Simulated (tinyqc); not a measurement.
What a faster ramp buys: rapid thermal processing of a wafer: radiative balance, ramp and cooling, pattern effects, pyrometer error and spike budget. Computed by tinyqc, a small Python program. Command: `OMP_NUM_THREADS=1 python tinyqc.py 3112027 3112028 out.jsonl rtp walk`. One thread of a shared host (Intel(R) Xeon(R) Processor @ 2.30GHz), about 0.04 s of CPU time with the checks.

The wafer is opaque and uniform through its thickness unless said otherwise; temperatures in formulas are in kelvin (C + 273.15). sigma = 5.670374419e-12 W/(cm^2 K^4).

Inputs (values chosen for the exercise, modelled on a hot silicon wafer): wafer thickness d = 525 micrometre; heat capacity per volume C = 2.2 J/(cm^3 K); thermal conductivity k = 0.21 W/(cm K); emissivity eps of each face = 0.64; reflectivity of the chamber walls r = 0.44; gas heat-transfer coefficient h, both faces together = 0.56 mW/(cm^2 K); wall temperature T_w = 300 K; process temperature = 876 C; starting temperature = 450 C; ramp rate = 23 K/s; activation energy of the process E_a = 1.24 eV.

Constants: k_B = 8.617333262e-05 eV/K.

Method:
- Effective emissivity between parallel grey plates: eps_eff = 1/(1/eps + 1/(1 - r) - 1). Loss per area q(T) = 2 eps_eff sigma (T^4 - T_w^4) + h (T - T_w).
- Absorbed power during a ramp = q(T) + C d x ramp rate; thermal time constant tau = C d/(dq/dT), dq/dT = 8 eps_eff sigma T^3 + h; natural cooling rate q/(C d); front-to-back difference under one-sided heating at the end of the ramp = (absorbed power) d/(2 k).
- Cooling with the lamps off: C d dT/dt = -q(T), integrated adaptively (relative tolerance 1e-10).
- Spike anneal: linear ramp to the peak, then lamps off. Equivalent time at the peak = int exp(-(E_a/k_B)(1/T - 1/T_peak)) dt; estimate (k_B T^2/E_a)(1/ramp rate + 1/cooling rate). The ramp part uses 4000 trapezoid steps, the cooling part 4000 steps over 4 tau.

time constant tau = 3.86607 s

holding power q = 8.85832 W/cm^2

natural cooling rate = 76.6954 K/s

Against the ramp rate:
```
ramp (K/s)  ramp part (s)  cooling part (s)  total (s)  power at the peak (W/cm^2)
10                 7.9790            1.3843     9.3633                       10.01
25                 3.1916            1.3843     4.5759                       11.75
50                 1.5958            1.3843     2.9801                       14.63
100                0.7979            1.3843     2.1822                       20.41
250                0.3192            1.3843     1.7035                       37.73
500                0.1596            1.3843     1.5439                       66.61
1000               0.0798            1.3843     1.4641                      124.36
```

From 10 to 100 K/s the total falls by a factor 4.3, from 100 to 1000 K/s by 1.49: the cooling part, 1.38 s, is a floor, and the natural cooling rate here is 76.7 K/s.

Extremes, crossings and ranges named in words are read from the listed rows.
